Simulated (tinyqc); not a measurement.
## Off-state leakage of single and stacked transistors: subthreshold current against the height of the stack

n-channel devices of unit width. Subthreshold current I(Vg, Vs, Vd) = I0 (T/300 K)^0.5 exp[(Vg - Vs - VT(T) - gb (Vs - Vb) + dd (Vd - Vs))/(nf Vt)] (1 - exp(-(Vd - Vs)/Vt)), VT(T) = VT - cT (T - 300 K). Gate-edge tunnelling Ig (Vd/1 V) exp(ag (Vd - 1 V)), for a gate at 0 V, and band-to-band leakage Ab u exp(-Bb/u), u = Vd - Vb + 1 V, flow at a drain held at V; both are taken as independent of T. In a stack of off transistors (all gates at 0 V) the same subthreshold current passes through each.

All n gates at 0 V, bottom source at 0 V, top drain at V; node voltages follow from equal currents.

Inputs (values chosen for the exercise); values of the order met in bulk silicon logic transistors: temperature T = 300 K; supply voltage V = 0.9 V; threshold at 300 K, zero drain and body bias VT = 0.48 V; fall of the threshold with temperature cT = 0.5 mV/K; current at threshold at 300 K I0 = 0.76 uA/um; slope factor nf = 1.28; drain-induced lowering per volt dd = 0.09; rise of the threshold per volt of source-body bias gb = 0.13; body voltage Vb = -0.6 V.

Constants: q = 1.602176634e-19 C, kB = 1.380649e-23 J/K, Vt = kB T/q. Results are converted to the units shown.

Result of one run:
columns A: n; B: I (nA/um); C: reduction factor; D: drain voltage of the bottom device (mV); E: source voltage of the top device (mV); F: voltage across the top device (V)
```
A         B      C      D      E       F
2  3.935e-5  10.60  64.05  64.05  0.8360
```

What becomes of these results when the number of transistors in series n is changed from 2 to 6, all else the same?

Result of the changed run:
columns A: n; B: I (nA/um); C: reduction factor; D: drain voltage of the bottom device (mV); E: source voltage of the top device (mV); F: voltage across the top device (V)
```
A         B      C      D      E       F
6  8.128e-6  51.34  6.466  106.8  0.7932
```

The whole series:
columns A: n; B: I (nA/um); C: reduction factor; D: drain voltage of the bottom device (mV); E: source voltage of the top device (mV); F: voltage across the top device (V)
```
A         B      C      D      E       F
1  4.173e-4  1.000  900.0      0  0.9000
2  3.935e-5  10.60  64.05  64.05  0.8360
3  2.011e-5  20.75  19.43  82.26  0.8177
4  1.349e-5  30.94  11.62  93.09  0.8069
5  1.014e-5  41.14  8.306  100.8  0.7992
6  8.128e-6  51.34  6.466  106.8  0.7932
```

The second transistor cuts the current by a factor of 10.6, the third by a further 1.96 and the sixth by 1.25. The top device keeps 88.1 % of the supply at n = 6, while the drain voltage of the bottom one falls to 0.250 Vt.

Computed by the program tinyqc: `OMP_NUM_THREADS=1 python tinyqc.py 2242142 2242143 out.jsonl`, one thread of a shared Intel Xeon 2.30GHz, about 0.04 s for the whole run.
